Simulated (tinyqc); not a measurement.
MOSFET in saturation, small-signal circuit and noise: two steps of the calculation.

Bias by the inversion coefficient IC = I/Ispec (charge-based model with velocity saturation; weak inversion below 0.1, strong above 10). Common-source circuit: gm, gds, Cgs, Cgd and Cj at the inner nodes, Rg in series with the gate; quasi-static, no source or drain resistance, no gate-body capacitance, no substrate network, no induced gate noise, so fmax is an upper estimate.

Parameters, values chosen for the exercise: temperature T = 250 K; gate length L = 65 nm; total gate width W = 80 um; gate capacitance Cox = 1.13 uF/cm^2; mobility mu = 190 cm^2/(V s); slope factor n = 1.36; velocity-saturation length Ls = 25 nm; ratio gds/gm sg = 0.043; inversion coefficient IC = 0.72; signal frequency f = 2 GHz.

Constants: q = 1.602176634e-19 C, kB = 1.380649e-23 J/K, Vt = kB T/q. Results are converted to the units shown.

Task 1. Current, transconductance and gain. Ispec = 2 n mu Cox (W/L) Vt^2, lc = Ls/L, gms = [sqrt((lc IC + 1)^2 + 4 IC) - 1]/[2 + lc (lc IC + 1)], gm = gms Ispec/(n Vt), gds = sg gm.

Give: Ispec; I; gms; gm; gds; gm/I.

Result 1.

Ispec = 333.6 uA
I = 240.2 uA
gms = 0.4511
gm = 5.136 mS
gds = 0.2209 mS
gm/I = 21.39 1/V

Task 2. Admittance matrix. Inner admittances at w = 2 pi f: y11 = i w (Cgs + Cgd), y12 = -i w Cgd, y21 = gm - i w Cgd, y22 = gds + i w (Cgd + Cd). Invert to Z, add Rg to Z11 and invert back to Y.

gm = 5.1362453 mS
gds = 0.22085855 mS
Cgs = 44.299342 fF
Cgd = 27.2 fF
Cd = 32.8 fF
Rg = 0.78525641 ohm

Give: inner y; Y with Rg.

Result 2.

inner y (mS):
```
	1	2
1	0.0000+0.8985i	0.0000-0.3418i
2	5.1362-0.3418i	0.2209+0.7540i
```

Y with Rg (mS):
```
	1	2
1	0.0006+0.8985i	-0.0002-0.3418i
2	5.1360-0.3454i	0.2210+0.7554i
```

tinyqc, about 0.01 s, one thread, Intel Xeon 2.30GHz (shared host): `OMP_NUM_THREADS=1 python tinyqc.py 2150025 2150026 out.jsonl`
